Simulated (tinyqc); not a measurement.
Capacitances against the line height.

Endless row of lines of width wl, height tl and space sl between grounded planes at distance hd; e2 fills the gaps beside the lines, e1 the rest. Laplace's equation is solved on meshes of 3, 6 and 12 steps per unit u and extrapolated (Aitken), which is good to about 0.2 %. C_even (all lines at 1 V) is the capacitance Cg to the planes; C_odd (neighbours in antiphase) = Cg + 4 Cc if only nearest neighbours couple, which defines Cc; total with quiet neighbours Cg + 2 Cc. Plate values 2 eps0 e1 wl/hd and eps0 e2 tl/sl.

Values chosen for this exercise:
```
symbol  value  unit                                          meaning
e1        3.9        relative permittivity above and below the lines
e2        2.4                relative permittivity between the lines
wl          6     u                           line width, in units u
sl          4     u                              space between lines
hd          8     u                           distance to each plane
```

Constants: eps0 = 8.8541878128e-12 F/m. Results are converted to the units shown.

The same in every row: plate Cg (aF/um) = 51.8.

Results:

| tl (u) | Cg (aF/um) | Cc (aF/um) | Cg + 2 Cc (aF/um) | C_odd (aF/um) | plate Cc (aF/um) | share of coupling, 2 Cc/(Cg + 2 Cc) (%) |
|---|---|---|---|---|---|---|
| 2 | 82.2 | 31.7 | 146 | 209 | 10.6 | 43.6 |
| 4 | 82.7 | 42.3 | 167 | 252 | 21.3 | 50.6 |
| 8 | 82.8 | 63.5 | 210 | 337 | 42.5 | 60.5 |
| 12 | 82.8 | 84.7 | 252 | 422 | 63.8 | 67.2 |
| 16 | 82.8 | 106 | 295 | 507 | 85.0 | 71.9 |

Estimate the missing row, tl = 6 u.

Computed row:

| tl (u) | Cg (aF/um) | Cc (aF/um) | Cg + 2 Cc (aF/um) | C_odd (aF/um) | plate Cc (aF/um) | share of coupling, 2 Cc/(Cg + 2 Cc) (%) |
|---|---|---|---|---|---|---|
| 6 | 82.8 | 52.9 | 188 | 294 | 31.9 | 56.1 |

With this row back in the table: As tl goes from 2 to 16, Cg rises from 82.2 to 82.8 aF/um, Cc rises from 31.7 to 106 aF/um and the share of coupling rises from 43.6 to 71.9 %. Cg is 1.59 times its plate value in the first row and 1.60 times in the last; for Cc the ratios are 2.98 and 1.25. Neighbours in antiphase raise the load by a factor of 1.44 and 1.72 over quiet ones.

Numbers from tinyqc (`OMP_NUM_THREADS=1 python tinyqc.py 2790127 2790128 out.jsonl`; about 0.9 s on one thread of a shared Intel Xeon 2.30GHz).
